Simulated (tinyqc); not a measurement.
Metal gate on a two-layer dielectric stack with fixed charge and a dipole: one step of the calculation.

Gate, layer 2, layer 1, p-type semiconductor; x runs from the gate inwards. Charges are counted in units of +q. psi is the band bending at the surface, positive towards inversion. Classical charge, Boltzmann statistics, no interface traps.

Problem. Equivalent thickness and work-function difference. EOT = 3.9 (t1/e1 + t2/e2), Cox = eps0/(t1/e1 + t2/e2); phi_ms = pM - (chi + Eg - Vt ln(Nv/Na)).

Values chosen for this exercise; band and dielectric values close to those of silicon, layer 1 close to silicon dioxide, layer 2 close to aluminium oxide: temperature T = 300 K; band gap Eg = 1.1 eV; valence-band density of states at T Nv = 2.65e19 cm^-3; electron affinity chi = 4.05 eV; acceptor density Na = 1.1e16 cm^-3; work function of the gate metal pM = 4.34 eV; thickness of layer 1, next to the semiconductor t1 = 0.5 nm; relative permittivity of layer 1 e1 = 3.81; thickness of layer 2, next to the gate t2 = 3.3 nm; relative permittivity of layer 2 e2 = 9.36.

Constants: q = 1.602176634e-19 C, kB = 1.380649e-23 J/K, Vt = kB T/q, eps0 = 8.8541878128e-14 F/cm where lengths are in cm. Results are converted to the units shown.

Wanted: EOT; Cox; share of layer 1 in the EOT; phi_ms.

Solution.

EOT = 1.887 nm
Cox = 1.830 uF/cm^2
share of layer 1 in the EOT = 27.13 %
phi_ms = -0.6087 V

tinyqc, about 0.01 s, one thread, Intel Xeon 2.30GHz (shared host): `OMP_NUM_THREADS=1 python tinyqc.py 2010076 2010077 out.jsonl`
